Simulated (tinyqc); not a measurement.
Changing the film doping C_e: out-diffusion of a doped substrate or buried layer into a growing epitaxial film. Computed by tinyqc, a small Python program. Command: `OMP_NUM_THREADS=1 python tinyqc.py 3021338 3021339 out.jsonl buried sweep`. One thread of a shared host (Intel(R) Xeon(R) Processor @ 2.30GHz), about 0.01 s of CPU time with the checks.

x is counted from the original substrate surface into the film, whose surface moves as x = v t. Substrate dopant has one diffusivity; the dopant of the film is taken as uniform.

Inputs (values chosen for the exercise, modelled on antimony in silicon): prefactor D0 = 5.28 cm^2/s; activation energy E = 3.87 eV; substrate concentration C_s = 4.5e+18 1/cm^3; growth rate v = 2.7 um/min; film thickness d = 0.92 um; growth temperature T = 1100 C; autodoping level at the start, as a share of C_s = 0.0002; decay length of autodoping = 0.45 um; later thermal budget (Dt)2 = 1.8e-11 cm^2.

Film doping: same type as the substrate.

Constants: k_B = 8.617333262e-05 eV/K.

Method:
- D = D0 exp(-E/(k_B T)); growth time t = d/v; l = 2 sqrt(D t); growth number G = v t/l = d/l; 1 um = 1e-4 cm.
- Temperatures in kelvin are T(C) + 273.15.
- After growth and the later budget: l2 = 2 sqrt(D t + (Dt)2); C(x) = (C_s/2) erfc(x/l2) + share x C_s exp(-x/decay length) for x > 0 (autodoping taken as unchanged by the later budget). The transition x_t solves C(x) = C_e, where the total doping is twice the intended value.
- Usable film = d - x_t. Also give x_t for the erfc term alone, after growth and after the later budget.

One run for each value:
```
film doping C_e (1/cm^3)  x_t after the later budget, erfc alone (um)  x_t with autodoping (um)  usable film (um)
5.00e+14                                                      0.22566                   0.27673           0.64327
2.00e+15                                                      0.20312                   0.20872           0.71128
6.00e+15                                                      0.18357                   0.18551           0.73449
2.00e+16                                                      0.15989                   0.16056           0.75944
8.00e+16                                                      0.12846                   0.12867           0.79133
3.00e+17                                                      0.09174                   0.09182           0.82818
```

Over the rows, x_t after the later budget, erfc alone (um) falls from 0.226 to 0.0917 (exponent d ln y / d ln x -0.076 between the first rows and -0.25 between the last); x_t with autodoping (um) falls from 0.277 to 0.0918 (exponent d ln y / d ln x -0.20 between the first rows and -0.26 between the last); usable film (um) rises from 0.643 to 0.828 (exponent d ln y / d ln x 0.072 between the first rows and 0.034 between the last).  Left out: 1.00e13, 4.00e13, 1.00e14 (the transition reaches the surface).
